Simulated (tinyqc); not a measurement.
A spin-degenerate level with charging energy between two leads, rate equations: one step of the calculation.

States 0, up, down and 2 with energies 0, e1 - Ez/2, e1 + Ez/2 and 2 e1 + U. mu_L = +V/2, mu_R = -V/2 (meV), f(x) = 1/(1 + exp(x/kB T)). A transition that adds one electron of given spin at the energy E has the rate G f(E - mu) from each lead, and its reverse G [1 - f(E - mu)]. I counts electrons leaving the left lead, times q.

Question. Steady state and current. Steady state: W p = 0 with sum p = 1. I = q GL sum over transitions i-j of [fL p_i - (1 - fL) p_j].

Values chosen for this exercise:
- GL = 0.62 1/ns (tunnel rate to the left lead)
- GR = 0.88 1/ns (tunnel rate to the right lead)

Constants: q = 1.602176634e-19 C. Results are converted to the units shown.

W (1/ns):
```
               0          up        down           2
0     -1.0472960   0.9037687   1.0489353   0.0000000
up     0.5962313  -0.9038263   0.0000000   1.4999424
down   0.4510647   0.0000000  -1.0494716   1.4994637
2      0.0000000   0.0000576   0.0005363  -2.9994061
```

fL, transition 0-up to down-2: [0.96134135, 0.72748917, 0.00009293, 0.00086495]

Give: p; mean number of electrons; I.

Answer.

p: 0 0.47850, up 0.31573, down 0.20572, 2 0.00004
mean number of electrons = 0.52154
I = 73.505 pA

In units of q GL GR/(GL + GR) = 58.3 pA the current is 1.26; two independent spin channels fully inside the bias window would give 2.

Range of the model: Rate equations need hbar G well below kB T; cotunnelling and the Kondo effect are left out.

Program tinyqc, `OMP_NUM_THREADS=1 python tinyqc.py 2780029 2780030 out.jsonl`; Intel Xeon 2.30GHz, shared host, one thread, about 0.01 s.
